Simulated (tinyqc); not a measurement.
p-i-n power rectifier, conductivity modulation at high injection: one step of the calculation.

A drift layer from x = -d to d (2 d = W) between ideal p+ and n+ emitters (no recombination in them). High injection, n = p, ambipolar diffusion with one lifetime; both mobilities scale as (T/300 K)^(-bt).

Problem. Forward voltage and stored charge. Ohmic drop: integral of J/(q (mun + mup) n); diffusion (Dember) drop Vt B ln(n(-d)/n(d)); both junctions together Vt ln(n(-d) n(d)/ni^2), ni = sqrt(Nc Nv) exp(-Eg/(2 Vt)), Eg in volts; V_F = the sum; stored charge q times the integral of n. Trapezoid rule; mun and mup scale as (T/300 K)^(-bt).

Inputs (values chosen for the exercise); bulk values close to those of 4H silicon carbide:
```
symbol    value        unit                                     meaning
T           350           K                                 temperature
mud         790  cm^2/(V s)                     drift mobility at 300 K
bt          2.4              temperature exponent of the drift mobility
mup         112  cm^2/(V s)                      hole mobility at 300 K
Eg          3.3          eV                                    band gap
Nc      2.14e19       cm^-3      conduction-band density of states at T
Nv      3.15e19       cm^-3         valence-band density of states at T
J           100      A/cm^2                     forward current density
```

Constants: q = 1.602176634e-19 C, kB = 1.380649e-23 J/K, Vt = kB T/q. Results are converted to the units shown.

| point | x (um) | n (cm^-3) |
|---|---|---|
| 0 | -17.755844 | 2.4109997e17 |
| 1 | -13.316883 | 1.8939790e17 |
| 2 | -8.877922 | 1.5081462e17 |
| 3 | -4.438961 | 1.2267762e17 |
| 4 | 0.000000 | 1.0303799e17 |
| 5 | 4.438961 | 9.0535350e16 |
| 6 | 8.877922 | 8.4303711e16 |
| 7 | 13.316883 | 8.3911432e16 |
| 8 | 17.755844 | 8.9331339e16 |

B = 0.75166297

Give: ohmic drop; diffusion drop; junction drops; V_F; stored charge.

Solution.

ohmic drop = 0.03213 V
diffusion drop = 0.02251 V
junction drops = 2.988 V
V_F = 3.042 V
stored charge = 70.40 uC/cm^2

tinyqc, about 0.01 s, one thread, Intel Xeon 2.30GHz (shared host): `OMP_NUM_THREADS=1 python tinyqc.py 2230140 2230141 out.jsonl`
